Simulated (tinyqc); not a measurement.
Free and trapped electrons in a MOS channel with a dense trap tail: one step of the calculation.

p-type body, charge-sheet picture, full ionisation (an idealisation for deep acceptors), Boltzmann statistics for free electrons. e = Ec - EF at the surface. Acceptor-like traps of density D(E) = D0 + De exp(-E/Ew) at depth E below Ec, from 0 to Eu, hold n_t = integral of D(E)/(1 + exp((e - E)/Vt)). psi = Eg - Vt ln(Nv/Na) - e; N_dep = sqrt(2 eps0 eps_r Na (psi - Vt)/q); n_f = sqrt(N_dep^2 + 2 eps0 eps_r Vt Nc exp(-e/Vt)/q) - N_dep; Vg = Vfb + psi + q (N_dep + n_t + n_f)/Cox, Cox = eps0 eox/tox.

Problem. Trapped charge. Trapezoid rule on 14 equal steps from 0 to Eu, f = 1/(1 + exp((e - E)/Vt)).

Values chosen for this exercise; band and dielectric values close to those of silicon:
```
symbol   value         unit                                             meaning
T          300            K                                         temperature
D0      2.5e11  cm^-2 eV^-1  constant background density of acceptor-like traps
De      1.6e13  cm^-2 eV^-1          density of the tail at the conduction edge
Ew        0.08           eV                            decay energy of the tail
Eu        0.89           eV        depth below Ec down to which the traps reach
e        0.107           eV                              Ec - EF at the surface
```

Constants: q = 1.602176634e-19 C, kB = 1.380649e-23 J/K, Vt = kB T/q. Results are converted to the units shown.

Give: E; D(E) f; n_t.

Solution.

```
point    E (eV)  D(E) f (cm^-2 eV^-1)
0             0             2.5496e11
1      0.063571             1.1748e12
2       0.12714             2.4096e12
3       0.19071             1.6599e12
4       0.25429             9.1326e11
5       0.31786             5.5085e11
6       0.38143             3.8597e11
7       0.44500             3.1143e11
8       0.50857             2.7775e11
9       0.57214             2.6254e11
10      0.63571             2.5566e11
11      0.69929             2.5256e11
12      0.76286             2.5116e11
13      0.82643             2.5052e11
14      0.89000             2.5024e11
```

n_t = 5.8541e11 cm^-2

Program tinyqc, `OMP_NUM_THREADS=1 python tinyqc.py 2222070 2222071 out.jsonl`; Intel Xeon 2.30GHz, shared host, one thread, about 0.02 s.
